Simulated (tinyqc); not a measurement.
Partial widths from the peak.

Problem. A Breit-Wigner resonance has total width G = GL + GR and peak transmission Tp = 4 GL GR/G^2. GL is known to be the larger. Find GL, GR and the lifetime hbar/G.

Constants: q = 1.602176634e-19 C, hbar = 1.054571817e-34 J s. Results are converted to the units shown.

G = 2.5790880 meV
Tp = 0.76914952

Answer. GL and GR have the sum G and the product Tp G^2/4, so they are (G/2)(1 +/- sqrt(1 - Tp)).

GL = 1.909 meV
GR = 0.6700 meV
lifetime = 255.2 fs

Numbers from tinyqc (`OMP_NUM_THREADS=1 python tinyqc.py 2600109 2600110 out.jsonl`; about 0.2 s on one thread of a shared Intel Xeon 2.30GHz).
